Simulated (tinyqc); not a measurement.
The internal displacement: deformation potentials from a strained empirical pseudopotential.

Diamond lattice, no spin-orbit coupling. Atomic form factor V(q) = a1 (q^2 - a2)/(a3 exp(a4 q^2) - 1) in rydberg with q in 1/bohr, for the unstrained cell. Under a strain e the reciprocal vectors and k go over into (1 + e)^(-1) G, the atoms sit at +/- tau with tau = (1 + e) a (1,1,1)/8 - zeta a (eyz, ezx, exy)/4, and H(G,G') = c |k + G|^2 delta + (V(q)/det(1 + e)) cos(q.tau), q = G - G', with the term q = 0 left out; c = hbar^2/2m0. The basis is fixed before straining: all G with |k + G|^2 up to 16 (2 pi/a)^2. k is given in units of 2 pi/a of the unstrained cell.

Constants: hbar^2/2m0 = 3.80998211 eV angstrom^2; Ry = 13.60569312 eV; a0 (Bohr radius) = 0.5291772105 angstrom.

Values chosen for the exercise (out of a larger set: near those of Si; not measured data): a = 5.437 angstrom (lattice constant); A = (0.537, 2.172, 2.046, 0.488) (a1 (Ry bohr^2), a2 (1/bohr^2), a3, a4 (bohr^2)); h = 0.001 (size of the test strain).

Xu of L (level 5, the lowest empty one) and d from exy = eyz = ezx = h for several zeta: Xu = [E(L [111]) - E(L [1-1-1])]/((8/3) h), d = (single valence level - pair)/(3 sqrt(3) h). zeta = 0 strains the bonds with the lattice; zeta = 1 keeps all four bond lengths equal to first order.

Results:

| zeta | Xu (L) (eV) | d (eV) |
|---|---|---|
| 0.00 | 11.08 | 0.72 |
| 0.25 | 11.46 | -1.57 |
| 0.50 | 11.84 | -3.86 |
| 0.75 | 12.23 | -6.15 |
| 1.00 | 12.62 | -8.44 |

Give the missing row, zeta = 0.60.

Computed row:
```
zeta  Xu (L) (eV)  d (eV)
0.60        12.00   -4.78
```

From zeta = 0 to 1, d goes from 0.72 to -8.44 eV and Xu (L) from 11.08 to 12.62 eV, both nearly linearly: the displacement is an optical-phonon mode, and d = d(0) - zeta d0/4 gives its deformation potential d0 = 37 eV. Leaving the relaxation out (zeta = 0 for 0.5) moves d by +4.58 eV, which reverses its sign, and Xu (L) by -0.76 eV. Tetragonal strain has no such freedom.

Program tinyqc; command `OMP_NUM_THREADS=1 python tinyqc.py 1851187 1851188 out.jsonl`; about 0.3 s on one thread of a shared Intel(R) Xeon(R) Processor @ 2.30GHz.
